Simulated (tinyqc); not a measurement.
Incorporation against temperature: precursor delivery by bubblers, mass-transport growth and the solid composition of a III-V alloy. Computed by tinyqc, a small Python program. Command: `OMP_NUM_THREADS=1 python tinyqc.py 3025995 3025996 out.jsonl movpe_thermo walk`. One thread of a shared host (Intel(R) Xeon(R) Processor @ 2.30GHz), about 0.01 s of CPU time with the checks.

1 sccm = 44.615 micromol/min; 1 torr = 133.322 Pa. The sources decompose fully at the surface.

Inputs (values chosen for the exercise, modelled on triethylgallium (source 1) and trimethylindium (source 2) for the vapour pressures):
```
quantity,value,unit
bath temperature T1,284,K
bath temperature T2,291,K
bubbler pressure p_b,1000,torr
carrier flow F1,33,sccm
carrier flow F2,140,sccm
total flow F_t,3,slm
group-V flow F_V,150,sccm
reactor pressure p,760,torr
growth temperature T,880,K
diffusivity at 273 K and 760 torr,0.45,cm^2/s
flow cross-section A,45,cm^2
distance from the leading edge z,10,cm
lattice constant a,5.51,angstrom
interaction L0 of the solid,18.1,kJ/mol
"log10 of p_B,eq over pure BC at 1000 K and 1 torr of group V (exaggerated: liquid indium has about -4.1)",-3.2,log10 torr
enthalpy of that equilibrium H,346,kJ/mol
```

Alloy: mixing on the group-III sites, with desorption of B.

constants a, b of source 1 (log10 torr, K): [8.077, 2162]

constants a, b of source 2 (log10 torr, K): [10.55, 3014]

Constants: k_B = 1.380649e-23 J/K; R = 8.314462618 J/(mol K).

Method:
- log10 p_v = a - b/T_bath; molar flow = F x 44.615 x p_v/(p_b - p_v) for a saturated bubbler.
- p_i = p n_i/(44615 F_t), F_t in slm; p_V = p F_V/(1000 F_t), counted per molecule supplied; V/III = 44.615 F_V/(n1 + n2); vapour fraction of source 2 = n2/(n1 + n2).
- Mean velocity u = (F_t/A)(760/p)(T/273); D = D0 (T/273)^1.75 (760/p); boundary layer delta = sqrt(pi D z/u); flux = D dp/(delta k_B T); growth rate = flux x a^3/4.
- A sticks fully. B desorbs: its surface pressure is p_B* = x gamma_B K/sqrt(p_V), ln gamma_B = L0 (1 - x)^2/(R T), K = 10^(log10 K at 1000 K) exp[-(H/R)(1/T - 1/1000)], p_V in torr. With equal diffusivities x = (p_2 - p_B*)/(p_1 + p_2 - p_B*). Growth rate = rate per torr x p_1/(1 - x).

p_2 = 0.0553489 torr

K/sqrt(p_V) = 3.51262e-07 torr

p_V = 38 torr

vapour fraction of source 2 = 0.693841

p_1 = 0.0244229 torr

At fixed flows:
```
T (K),K/sqrt(p_V) (torr),x,"share of B incorporated, 1 - p_B*/p_2"
1012,1.6765e-04,0.69329,9.9743e-01
1061,1.1199e-03,0.69019,9.8300e-01
1106,5.5236e-03,0.67515,9.1707e-01
1139,1.6431e-02,0.63174,7.5697e-01
1178,5.5078e-02,0.35146,2.3913e-01
1216,1.6612e-01,0.06812,3.2256e-02
1260,5.4881e-01,0.01896,8.5272e-03
1325,2.7737e+00,0.00390,1.7286e-03
```

What follows from these numbers?

x equals the vapour fraction 0.694 while gamma_B K/sqrt(p_V) is small against p_1 + p_2 = 0.080 torr and falls once it is not. Between the last rows the apparent energy R d ln x/d(1/T) is 338 kJ/mol, against H = 346. Caution: the boundary layer is a quarter or more of the root of the cross-section, so it fills much of the channel and depletion along the flow matters. Caution: x lies inside the spinodal of the bulk alloy, 2 L0 x (1 - x) > R T; only kinetics or coherency strain keep such a layer uniform.

Extremes, crossings and ranges named in words are read from the listed rows.
